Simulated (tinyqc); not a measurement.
Comparisons within one model: free-carrier optics of a doped semiconductor (Drude model). A value that a table varies takes the place of the one given here.

eps(E) = ei [1 - Ep^2/(E^2 + i E Gam)], with Ep^2 = 8 pi c (e^2/(4 pi eps0)) N/(m ei), c = hbar^2/2m0, N in 1/angstrom^3 (1e-24 per 1/cm^3); Gam = hbar/tau, tau = mu m m0/e with m0/e = 5.685630e-12 kg/C and mu in m^2/(V s). Energies in meV.

n + i k = sqrt(eps1 + i eps2) with k >= 0; R = ((n - 1)^2 + k^2)/((n + 1)^2 + k^2) at normal incidence from vacuum; alpha = 2 E k/(hbar c), times 1e8 for 1/cm; loss function Im(-1/eps) = eps2/(eps1^2 + eps2^2).

Constants: hbar^2/2m0 = 3.80998211 eV angstrom^2; e^2/(4 pi eps0) = 14.39964547 eV angstrom; hbar = 6.58211957e-16 eV s; hbar c = 1973.269805 eV angstrom.

Values chosen for the exercise (mass and dielectric values near those of Si; N and mu are free inputs; interband absorption and the rise of the mass with filling are left out; not measured data): N = 5.2e+19 1/cm^3 (carrier density); m = 0.264 m0 (conductivity mass); mu = 210 cm^2/(V s) (mobility); ei = 11.43 (high-frequency dielectric constant); E = 328.9 meV (photon energy).

## Reflectance across the plasma edge

Spectrum:
```
E (meV)     eps1    eps2      R  alpha (1/cm)
15.4     -392.00  547.03  0.932      3.60e+04
46.2      -94.23   47.76  0.914      4.68e+04
77.1      -31.14   11.53  0.888      4.43e+04
107.9     -11.06    4.35  0.819      3.70e+04
131.0      -4.00    2.46  0.657      2.77e+04
154.1       0.20    1.52  0.153      1.28e+04
169.6       2.13    1.15  0.062      6.53e+03
192.7       4.20    0.78  0.123      3.72e+03
231.2       6.39    0.46  0.188      2.11e+03
308.3       8.59    0.19  0.241      1.03e+03
462.4      10.16    0.06  0.273           421
770.7      10.97    0.01  0.288           146
```

What can be read from the table?

Ep = 154.1 meV and Gam = 20.9 meV. R is 0.932 at the lowest energy and lowest, 0.062, at 169.6 meV of those listed; without damping it would vanish at Ep sqrt(ei/(ei - 1)) = 161.4 meV. At the highest energy R is 0.288, against 0.295 for ei alone. Between the last two rows alpha goes as E^-2.07, where the Drude limit far above Ep and Gam is E^-2.

## Free-carrier absorption and index change in the near infrared

At the wavelengths listed E = hc/lambda (hc = 1239.841984 eV nm). Approximate forms: alpha = ei Ep^2 Gam/(E^2 sqrt(ei) hbar c) and dn = -sqrt(ei) Ep^2/(2 E^2).

Free carriers:
```
lambda (micrometre)  E (meV)  alpha (1/cm)  alpha, approximate       dn  dn, approximate
1.31                   946.4          96.1                94.9  -0.0451          -0.0448
1.55                   799.9           135                 133  -0.0633          -0.0628
2.00                   619.9           228                 221   -0.106           -0.105
3.00                   413.3           535                 498   -0.243           -0.235
5.00                   248.0      1.75e+03            1.38e+03   -0.726           -0.653
8.00                   155.0      1.22e+04            3.54e+03    -2.42            -1.67
10.60                  117.0      3.39e+04            6.21e+03    -2.78            -2.94
```

How do the results move?

At 1.55 micrometre alpha = 135 1/cm and dn = -0.0633; a phase shift of pi needs a length lambda/(2 |dn|) = 12.2 micrometre, over which the loss is 0.72 dB. The approximate alpha is within 5 % up to 2 micrometre of the wavelengths listed; it needs photon energies well above both Ep and Gam, which lie at 8.0 and 59.4 micrometre. Interband and intervalley absorption are left out; with a realistic dc mobility the Drude form tends to understate the near-infrared absorption of Si.

## What moves the optical constants

At the energy E. Each row changes one parameter from the base and keeps the others.

Results:
```
case                 Ep (meV)  Gam (meV)       R  alpha (1/cm)
base                   154.15      20.88  0.2486           885
N = 7.8e+19 1/cm^3     188.79      20.88  0.2207      1.43e+03
m = 0.3168 m0          140.72      17.40  0.2571           602
mu = 126 cm^2/(V s)    154.15      34.80  0.2490      1.46e+03
ei = 12                150.44      20.88  0.2602           859
E = 394.7 meV          154.15      20.88  0.2640           591
```

What can be read from the table?

The largest shifts from the base row, up to three for each result and ties (the steps differ in size, so this ranks the rows, not the parameters). Ep (meV): N +34.64, m -13.43, ei -3.71; unchanged at the printed digits by mu and E. Gam (meV): mu +13.92, m -3.48; unchanged at the printed digits by N, ei and E. R: N -0.0279, E +0.0154, ei +0.0116. alpha (1/cm): mu +578, N +547, E -295.

Computed by tinyqc, a small Python program: `OMP_NUM_THREADS=1 python tinyqc.py 1651399 1651400 out.jsonl` (the numbers bound the seed that draws the inputs); one thread of a shared host (Intel(R) Xeon(R) Processor @ 2.30GHz), about 0.01 s for the whole set of steps.
